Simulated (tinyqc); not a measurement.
# Worked calculation: thermoelectric coefficients of a parabolic band, Landauer integrals

Computed by the program tinyqc: `OMP_NUM_THREADS=1 python tinyqc.py 2800009 2800010 out.jsonl`, one thread of a shared Intel Xeon 2.30GHz, about 0.07 s for the whole run. Printed values are rounded.

Bulk parabolic band, x = (E - Ec)/kB T, C = hbar^2/(2 m0), kB T in eV. Modes per area gv m kB T x/(4 pi C) times the back-scattering length l0 x^rr give the transport function s0 X(x), s0 = (2 q^2/h) gv m kB T l0/(4 pi C), X = x^(1 + rr). I_k = int X (x - eta)^k w dx, w = 1/(4 cosh^2((x - eta)/2)).

Values chosen for this exercise: temperature T = 300 K; mass of one valley m = 0.9 m0; valleys gv = 1; back-scattering length at x = 1 l0 = 18 nm; energy exponent of that length rr = 0; lattice thermal conductivity kL = 8.2 W/(m K); reduced Fermi level (EF - Ec)/kB T eta = -2.2; lower end of the grid xa = 0; upper end of the grid xe = 10; points of the grid nE = 13.

Constants: q = 1.602176634e-19 C, kB = 1.380649e-23 J/K, hbar = 1.054571817e-34 J s, h = 6.62607015e-34 J s, m0 = 9.1093837015e-31 kg, Vt = kB T/q, hbar^2/(2 m0) = 0.0380998212 eV nm^2. Results are converted to the units shown.

Range of the model: Parabolic bands, elastic scattering and a fixed kL make these model figures, not those of a material.

## The three integrals on a coarse grid

Simpson's rule on nE equally spaced points from xa to xe.

```
point	x	X	w	X w
0	0.0000	0	0.0898003	0
1	0.8333	0.833333	0.0438318	0.0365265
2	1.6667	1.66667	0.0200788	0.0334647
3	2.5000	2.5	0.00893206	0.0223301
4	3.3333	3.33333	0.00392173	0.0130724
5	4.1667	4.16667	0.00171199	0.00713329
6	5.0000	5	7.45472e-4	0.00372736
7	5.8333	5.83333	3.24254e-4	0.00189148
8	6.6667	6.66667	1.40972e-4	9.39814e-4
9	7.5000	7.5	6.12760e-5	4.59570e-4
10	8.3333	8.33333	2.66323e-5	2.21936e-4
11	9.1667	9.16667	1.15747e-5	1.06101e-4
12	10.0000	10	5.03040e-6	5.03040e-5
```

I_0, I_1, I_2 on this grid: 0.104636  0.446439  2.10616

Converged values are 0.10508, 0.44694 and 2.1138; the grid is 0.43 % below the first and 0.36 % below the last.

## Coefficients of the electrons

converged I_0, I_1, I_2: 0.105083  0.446936  2.11381

sigma = s0 I_0, S = -(kB/q) I_1/I_0, Lorenz number L = (kB/q)^2 [I_2/I_0 - (I_1/I_0)^2], kappa_e = L sigma T.

s0 = 677.752 S/cm
sigma = 71.2205 S/cm
S = -366.509 uV/K
L = 1.50467 x 1e-8 V^2/K^2
kappa_e = 0.0321491 W/(m K)

L is 38 % below the Sommerfeld value (pi^2/3)(kB/q)^2 = 2.443e-8 V^2/K^2. The non-degenerate form -(kB/q)(2 + rr - eta) gives -362 uV/K, 1.2 % below S in size.

## Power factor and figure of merit

Power factor S^2 sigma, ZT = S^2 sigma T/(kappa_e + kL).

power factor = 0.956694 mW/(m K^2)
ZT = 0.0348643
electronic share of kappa = 0.390531 %
